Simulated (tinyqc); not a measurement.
Self-heating of a transistor with one or more fingers, with temperature-dependent conductivity: one step, computed by the program tinyqc. Command: `OMP_NUM_THREADS=1 python tinyqc.py 3006229 3006230 out.jsonl selfheat walk`. One thread of a shared host (Intel(R) Xeon(R) Processor @ 2.30GHz), about 0.05 s of CPU time with the checks.

N long parallel fingers lie on the top face of a slab whose bottom is held at T_0; the top is otherwise insulated, and heat flows in two dimensions. P in W/mm is 1000 P in W/m.

Problem. Correction for the falling conductivity. Kirchhoff transformation for kappa = kappa_0 (T/T_0)^-m: T = T_0 [1 - (m - 1) theta/T_0]^(-1/(m - 1)), where theta is the linear rise. The bracket vanishes at the power P T_0/((m - 1) theta).

Inputs (values chosen for the exercise, modelled on gallium nitride): exponent m in kappa ~ T^-m = 1.39; base temperature T_0 = 298 K; power per gate width P = 4.4 W/mm; width of the heat source w = 0.12 micrometre; phonon free path Lambda = 130 nm.

Power: power rises with temperature.

largest theta = 85.93528 K

Give: peak temperature; true rise; true rise / linear rise; power at which the formula diverges.

Solution.

peak temperature = 404.6 K

true rise = 106.6 K

true rise / linear rise = 1.241

power at which the formula diverges = 39.12 W/mm

The falling conductivity adds 24.1 % to the rise. Caution: the source is narrower than two phonon free paths, so the Fourier result understates the rise at the source.
